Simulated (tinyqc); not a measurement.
Inside a calculation. Model: hopping conduction between localised states. Computed by tinyqc, a small Python program that keeps every step. Command: `OMP_NUM_THREADS=1 python tinyqc.py 3008744 3008745 out.jsonl hop walk`. One thread of a shared host (Intel(R) Xeon(R) Processor @ 2.30GHz), about 0.01 s of CPU time with the checks. Intermediate numbers are printed to about 6 digits and carried at full precision; extremes and crossings named in words are read from the listed rows.

Energies are counted from the Fermi level. A small network shows the mechanism; the laws of an infinite system follow.

Inputs (values chosen for the exercise, for a model amorphous semiconductor):

| quantity | value | unit |
|---|---|---|
| localisation length xi | 3.3 | nm |
| density of states g_0 | 4.7e+19 | 1/(eV cm^3) |
| permittivity eps | 16 | - |
| activation energy E_a to extended states | 0.054 | eV |
| prefactor of activated conduction | 200 | S/cm |
| prefactor of hopping | 1.9 | S/cm |
| conductance scale G_0 | 1 | microsiemens |
| temperature T | 39 | K |

Dimension: 3D.

sites of the small network (nm, nm, meV):
```
       x     y  energy
1      0  5.85     1.9
2   5.02   2.8   -2.77
3    9.5  7.76    0.43
4  13.46  1.12   -2.91
5  17.12  5.49  -19.91
6  21.75  7.51    0.15
7     27  0.76    1.04
```

Constants: k_B = 8.617333262e-05 eV/K; e^2/(4 pi eps_0) = 14.39964548 eV angstrom.

## Pair exponents

Miller-Abrahams exponent s_ij = 2 r_ij/xi + (|E_i| + |E_j| + |E_i - E_j|)/(2 k_B T); G_ij = G_0 exp(-s_ij). The diagonal is set to 0 and not used.

s_ij, lower triangle (symmetric):
```
         1        2        3       4        5       6       7
1   0.0000
2   4.9495   0.0000
3   6.4381   5.0029   0.0000
4  10.0778   6.0814   5.6794  0.0000
5  16.8677  13.4366  10.8709  9.3789   0.0000
6  13.7855  11.4024   7.5537  7.2541   9.0304  0.0000
7  17.2172  14.5121  11.7325  9.3843  12.8724  5.4921  0.0000
```

## Kirchhoff solution

Site 1 is held at potential 1 and site 7 at 0; Kirchhoff's law sum_j G_ij (u_i - u_j) = 0 fixes the others; G = sum_j G_1j (1 - u_j). G_ij = G_0 exp(-s_ij).

potentials: 1.00000  0.90936  0.85601  0.78907  0.47419  0.19602  0.00000

conductance G = 8.82366e-04 microsiemens

-ln(G/G_0) = 7.03290

## Critical path

Critical exponent s_c: the smallest value such that bonds with s_ij <= s_c connect site 1 with site 7.

critical exponent s_c = 7.25409

One such path is 1-2-3-4-6-7. -ln(G/G_0) = 7.03 against s_c = 7.25: the hardest unavoidable hop sets the conductance.

## The network against temperature

Miller-Abrahams exponent s_ij = 2 r_ij/xi + (|E_i| + |E_j| + |E_i - E_j|)/(2 k_B T); G_ij = G_0 exp(-s_ij). Site 1 is held at potential 1 and site 7 at 0; Kirchhoff's law sum_j G_ij (u_i - u_j) = 0 fixes the others; G = sum_j G_1j (1 - u_j). The last column is the length of the critical bond.

Network:

| T (K) | -ln(G/G_0) | s_c | critical hop (nm) |
|---|---|---|---|
| 12 | 8.27697 | 7.84162 | 12.2526 |
| 18 | 7.72933 | 7.70301 | 12.2526 |
| 27 | 7.32431 | 7.61060 | 12.2526 |
| 39 | 7.03290 | 7.25409 | 10.4669 |
| 58 | 6.72275 | 6.95582 | 10.4669 |
| 98 | 6.29587 | 5.81229 | 5.7002 |
| 200 | 5.90124 | 5.24296 | 8.5513 |
| 580 | 5.65049 | 5.20342 | 8.5513 |

-ln(G/G_0) follows s_c within 0.7. The critical hop is 12.3 nm long at the lowest T and 8.55 nm at the highest: on cooling the carrier goes farther to find a site of nearer energy, which is variable-range hopping, though in so small a sample not at every step.

## Variable-range laws

Mott: T_M = 21.2/(k_B g_0 xi^3), exponent (T_M/T)^(1/4), mean hop r = (3/8) xi times the exponent. Efros-Shklovskii: T_ES = 2.8 e^2/(4 pi eps eps_0 k_B xi), exponent (T_ES/T)^(1/2). Coulomb gap width g_0^(1/2) (e^2/(4 pi eps eps_0))^(3/2). The numerical coefficients come from percolation theory and are given.

T_M = 145654 K

T_ES = 886.141 K

Mott exponent = 7.81744

Efros-Shklovskii exponent = 4.76672

mean hop by the Mott formula = 9.67408 nm

Coulomb gap = 5.85324 meV

The larger exponent, here Mott, is the one that limits; the two are equal at T = 5.39 K, below which the Coulomb gap rules.

## Total conductivity

sigma = s_1 exp(-E_a/k_B T) + s_2 exp(-larger of the two exponents); reduced activation energy w = d ln(sigma)/d ln(T) by a central difference of +/- 1 %.

activated part = 2.10318e-05 S/cm

hopping part = 7.65036e-04 S/cm

conductivity = 7.86067e-04 S/cm

reduced activation energy w = 2.33264

Hopping carries 97 %. For sigma = s exp(-(T_0/T)^p), w = p (T_0/T)^p, so the slope of ln w against ln T gives -p.

Checks made by the program: current leaving the first site against current entering the last (relative difference below 1e-10).
